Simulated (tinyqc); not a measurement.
Five-level k.p model folded onto the conduction band, step by step. Values are carried at full precision from step to step, so a last printed digit may differ when a step is redone from the rounded ones.

Second-order sums for the lowest conduction level at E: 1/m = 1 + Cm + (Ep/3)(2/E + 1/(E + Dso)) - (Ep2/3)(2/(E7 + D2 - E) + 1/(E7 - E)); g/2 = 1 + Cg - (Ep/3)(1/E - 1/(E + Dso)) - (Ep2/3)(1/(E7 - E) - 1/(E7 + D2 - E)). E is counted from the top of the valence band; E = Eg at the edge.

Constants: hbar^2/2m0 = 3.80998211 eV angstrom^2.

Parameters, chosen for this exercise (near those of CdTe; shifted at random, so the results belong to these values and not to a real crystal):
- Eg = 1.591 eV (gap at Gamma to the s-like level)
- Dso = 0.909 eV (spin-orbit splitting)
- Ep = 18.9 eV (Kane energy)
- E7 = 5.24 eV (upper Gamma7 conduction level, from the valence top)
- D2 = 0.29 eV (its spin-orbit splitting, Gamma8 above Gamma7)
- Ep2 = 1.1 eV (Kane energy to the upper levels)
- Cm = -0.9 (remote term in 1/m)
- Cg = -0.02 (remote term in g/2)
- k = 0.051 1/angstrom (wave vector along z)

## Mass and g factor term by term

Evaluate at E = Eg.

Terms:
```
level           part of 1/m  part of g
free + remote        0.1000     1.9600
Gamma8 valence       7.9195    -7.9195
Gamma7 valence       2.5200     5.0400
Gamma8 upper        -0.1862     0.1862
Gamma7 upper        -0.1005    -0.2010
```

m = 0.0975 m0
g = -0.934

The valence levels give 10.44 to 1/m and the upper levels take 0.29 away. In g the two valence terms nearly cancel when Dso is small against Eg; here Dso/Eg = 0.57 and they leave -2.880, the upper pair -0.015.

## The matrix at one k

For k along z and one spin sector the level c couples to four states. With c0 = hbar^2/2m0, P = sqrt(Ep c0), P2 = sqrt(Ep2 c0): diagonal Eg + (1 + Cm) c0 k^2 for c, and 0, -Dso, E7 + D2, E7 for lh, so, G8 up, G7 up (their own dispersion is left out); couplings of c: sqrt(2/3) P k to lh, sqrt(1/3) P k to so, sqrt(2/3) P2 k to G8 up, sqrt(1/3) P2 k to G7 up (phases chosen real).

Fill in the matrix.

H (eV), rows c, lh, so, G8 up, G7 up and columns alike:
```
[[1.59199, 0.35336, 0.24986, 0.08525, 0.06028],
 [0.35336, 0, 0, 0, 0],
 [0.24986, 0, -0.90900, 0, 0],
 [0.08525, 0, 0, 5.53000, 0],
 [0.06028, 0, 0, 0, 5.24000]]
```

## Exact folding onto c

Solve E = H_cc + S(E), S(E) = sum_j H_cj^2/(E - H_jj), from E = H_cc, by plain substitution and by Newton steps on E - H_cc - S(E). The weight of c in the state is Z = 1/(1 - dS/dE). The exact level is the third eigenvalue of H from below.

Iterates (eV):
```
step  substitution   Newton
0          1.59199  1.59199
1          1.69254  1.68685
2          1.68684  1.68713
3          1.68715  1.68713
4          1.68713  1.68713
5          1.68713  1.68713
6          1.68713  1.68713
7          1.68713  1.68713
```

exact level = 1.68713 eV
Z = 0.9488

Substitution multiplies the error by about dS/dE = 1 - 1/Z = -0.054 a step, so it alternates; after 7 steps it is off by 1.3e-10 eV, while Newton is within 1e-5 eV from step 2 on.

## Loewdin series

Expanding E = H_cc + S(E) about Eg in powers of k^2, with s_n = sum_j H_cj^2/(Eg - H_jj)^n: order k^2: e2 = (1 + Cm) c0 k^2 + s1; order k^4: e4 = -s2 e2; order k^6: e6 = s3 e2^2 + s2^2 e2.

Give each order and the partial sums, counted from Eg.

s1 (eV), s2 (no unit), s3 (1/eV); (1 + Cm) c0 k^2 is H_cc - Eg: [0.10061, 0.06006, 0.03481]

e2, e4, e6 (eV): [0.10160, -0.00610, 0.00073]

partial sums (eV): [0.10160, 0.09550, 0.09623]

The exact value is 0.09613 eV; the errors of the partial sums are +5.47, -0.63 and +0.09 meV.

## Checks

- Curvature of the exact level at small k against the sum for 1/m: both 10.253.

tinyqc: `OMP_NUM_THREADS=1 python tinyqc.py 1081134 1081135 out.jsonl`; about 0.01 s, one thread, shared Intel(R) Xeon(R) Processor @ 2.30GHz.
